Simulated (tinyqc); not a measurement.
Effective-mass impurity with a central-cell term, in a basis of Slater functions: one step, computed by the program tinyqc.

The envelope obeys H = -nabla^2 - (2/r) [Z + A exp(-kappa r)] in effective units, with kappa = a*/lambda; positive A deepens the well near the core.

Problem. Matrices over the s basis. zeta_i = zeta_1 beta^(i-1), i = 1..n. For s functions exp(-zeta r), with s = zeta_i + zeta_j: S = 2/s^3, T = zeta_i zeta_j S, V = -2 Z/s^2, W = -2 A/(s + kappa)^2; each function is normalised by dividing by sqrt(S_ii S_jj).

Inputs (values chosen for the exercise, for a model semiconductor): charge Z of the core = 2; central-cell strength A = -0.23; basis size n = 2; smallest exponent zeta_1 = 0.3 1/a*; ratio beta of exponents = 2.4.

Impurity: acceptor, one isotropic band.

kappa = 3.444599 1/a*

Give: exponents; overlap S; kinetic T; Coulomb V; central cell W.

Solution.

exponents (1/a*): [0.3, 0.72]

overlap S:
$$\begin{pmatrix}
1.000 & 0.757 \\
0.757 & 1.000
\end{pmatrix}$$

kinetic T (Ry*):
$$\begin{pmatrix}
0.09 & 0.1635 \\
0.1635 & 0.5184
\end{pmatrix}$$

Coulomb V (Ry*):
$$\begin{pmatrix}
-1.2 & -1.544 \\
-1.544 & -2.88
\end{pmatrix}$$

central cell W (Ry*):
$$\begin{pmatrix}
0.003037 & 0.009267 \\
0.009267 & 0.02878
\end{pmatrix}$$

Caution: the effective Bohr radius is only a few bond lengths, so the envelope approximation is rough.
